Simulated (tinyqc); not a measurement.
Hubbard chain of 2 sites, step by step. One step of it, computed by the program tinyqc.

Question. Mean-field iteration 1. H(up) = T + U n(down), H(down) = T + U n(up); fill the lowest levels; n(new) = n + mixing (n(out) - n); E = tr T (rho up + rho down) + U sum n_up n_down of the output.

one-body matrix (hopping and site energies) (eV), order 1, 2:
$$\begin{pmatrix}
0.640000 & -1.520000 \\
-1.520000 & -0.350000
\end{pmatrix}$$

U = 9.700000 eV

electrons, up and down: [1, 1]

mixing = 1

n(up) at the start (a guess, not normalised): 1 0.950000, 2 0.050000

n(down) at the start (a guess): 1 0.050000, 2 0.950000

Give: levels, up; levels, down; energy; n(up) after iteration 1; n(down) after iteration 1.

Answer.

levels, up (eV): [0.8372, 9.1528]

levels, down (eV): [-0.0972, 10.0872]

energy = -0.1896 eV

n(up) after iteration 1: 1 0.9654, 2 0.0346

n(down) after iteration 1: 1 0.0228, 2 0.9772
